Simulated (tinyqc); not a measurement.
Potential-pH (Pourbaix) lines of a metal, its cation, its oxide and an oxyanion, with a complexing ligand: one step, computed by the program tinyqc. Command: `OMP_NUM_THREADS=1 python tinyqc.py 3028824 3028825 out.jsonl pourb walk`. One thread of a shared host (Intel(R) Xeon(R) Processor @ 2.30GHz), about 0.02 s of CPU time with the checks.

Potentials are against the standard hydrogen electrode; solids and water have unit activity; dG_f of M, H+ and the electron is zero; F = e N_A and s = R T ln(10)/F. The cation carries z = 2.

Question. Mixed potential with oxygen reduction. Anodic i = i0a 10^((E - E_a)/b_a) with E_a the cation line with ligand; cathodic i = i0c 10^((E_c - E)/b_c) with E_c the oxygen line; supply caps the cathodic current, 1/i_c = 1/i(Tafel) + 1/i_L. E_corr makes the two currents equal. Without the cap it would be [b_c E_a + b_a E_c + b_a b_c log10(i0c/i0a)]/(b_a + b_c). Rate = i V_m/(z F). Films are left out.

Inputs (values chosen for the exercise, modelled on tin):

| quantity | value | unit |
|---|---|---|
| temperature T | 298.15 | K |
| pH | 11 | - |
| limiting current density i_L | 0.00091 | A/cm^2 |
| molar volume V_m | 16.3 | cm^3/mol |

Species: M, M2+, MO, MO2(2-).

exchange current densities, metal and cathodic (A/cm^2): 3.4e-06  2.2e-11

Tafel slopes, anodic and cathodic (mV/decade): 60  95

cation line with ligand = -0.4813842 V

oxygen line = 0.5781386 V

Constants: e = 1.602176634e-19 C; N_A = 6.02214076e+23 1/mol.

Give: E_corr without the cap; corrosion potential E_corr; corrosion current density; i/i_L; etch rate.

Answer.

E_corr without the cap = -0.26207 V

corrosion potential E_corr = -0.33599 V

corrosion current density = 9.0111e-04 A/cm^2

i/i_L = 0.99023

etch rate = 45.669 nm/min

The current sits at the supply limit: stirring or more oxidant, not the ligand, sets the rate. Caution: other oxidation states, hydroxides and hydrides are left out, and the lines say nothing of rates. Caution: at this pH the oxide, not the cation, is the stable product, and a film would cut the rate.
